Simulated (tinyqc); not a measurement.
Ellipsoidal valleys in the axes of a wafer and a channel: sweeps and comparisons. A value that a table varies takes the place of the one given here.

Valleys with axes a along x, y and z, two valleys each; inverse mass tensor w = 1/mt + (1/ml - 1/mt) a a. Device axes: z = nz/|nz|, x = nx/|nx|, y = z cross x; in them a = (ax, ay, az). Confinement mass mz = 1/w_zz. In the plane w_ij is replaced by u_ij = w_ij - w_iz w_jz/w_zz (i, j = x, y); density-of-states mass md = 1/sqrt(det u); conductivity mass along x mc = 1/u_xx; ballistic transport mass mx = u_yy/det u, width mass my = 1/u_yy.

Hard walls: E_n = c (n pi/t)^2/mz, c = hbar^2/2m0, n = 1, 2, 3. Non-degenerate share of a valley proportional to md sum_n exp(-E_n/kT); mean 1/mc = sum of share/mc. 1 nm = 10 angstrom.

Constants: hbar^2/2m0 = 3.80998211 eV angstrom^2; kB = 8.617333262e-05 eV/K.

Parameters, chosen for this exercise (near those of the Delta valleys of Si; the results hold for these values, not for the real material):

| symbol | value | unit | meaning |
|---|---|---|---|
| ml | 0.926 | m0 | longitudinal mass |
| mt | 0.187 | m0 | transverse mass |
| t | 6.3 | nm | thickness of the film |
| T | 300 | K | temperature |
| nz | (1, 1, 1) |  | surface normal (confinement) |
| nx | (1, 1, -2) |  | channel direction |

## Wafer and channel orientation

For each face/channel: the lowest ladder (mz, number of valleys, md, E1, share) and the mean conductivity mass over all valleys.

Results:

| face/channel | mz | valleys | md | E1 (meV) | share | mean mc |
|---|---|---|---|---|---|---|
| (113)/[1-10] | 0.539 | 2 | 0.245 | 17.6 | 0.519 | 0.2358 |
| (100)/[011] | 0.926 | 2 | 0.187 | 10.2 | 0.591 | 0.2235 |
| (111)/[11-2] | 0.255 | 6 | 0.357 | 37.2 | 1.000 | 0.2933 |
| (110)/[001] | 0.311 | 4 | 0.323 | 30.4 | 0.777 | 0.2275 |
| (001)/[100] | 0.926 | 2 | 0.187 | 10.2 | 0.591 | 0.2235 |
| (001)/[110] | 0.926 | 2 | 0.187 | 10.2 | 0.591 | 0.2235 |
| (110)/[1-11] | 0.311 | 4 | 0.323 | 30.4 | 0.777 | 0.3133 |

The mean conductivity mass is lowest, 0.2235, for (100)/[011], (001)/[100] and (001)/[110] and highest, 0.3133, for (110)/[1-11]; the bulk value is 0.2548. The confinement energy is lowest on the face with the heaviest mz ((100), 10 meV). The density of states of the lowest ladder, valleys times md, runs between 0.374 and 2.139; a small value limits the charge through the quantum capacitance.

## What each parameter does

Lowest E1, its share and the mean conductivity mass. Each row changes one parameter from the base and keeps the others.

Results:

| case | lowest E1 (meV) | share | mean mc (m0) |
|---|---|---|---|
| base | 37.19 | 1.0000 | 0.2933 |
| ml = 1.019 m0 | 36.88 | 1.0000 | 0.2987 |
| mt = 0.206 m0 | 34.07 | 1.0000 | 0.3169 |
| t = 5.67 nm | 45.91 | 1.0000 | 0.2933 |
| T = 330 K | 37.19 | 1.0000 | 0.2933 |

The largest shifts from the base row, up to three for each result and ties (the steps differ in size, so this ranks the rows, not the parameters). lowest E1 (meV): t +8.72, mt -3.12, ml -0.31; unchanged at the printed digits by T. share: unchanged at the printed digits by ml, mt, t and T. mean mc (m0): mt +0.0235, ml +0.0054; unchanged at the printed digits by t and T.

tinyqc: `OMP_NUM_THREADS=1 python tinyqc.py 1850938 1850939 out.jsonl`; about 0.01 s, one thread, shared Intel(R) Xeon(R) Processor @ 2.30GHz.
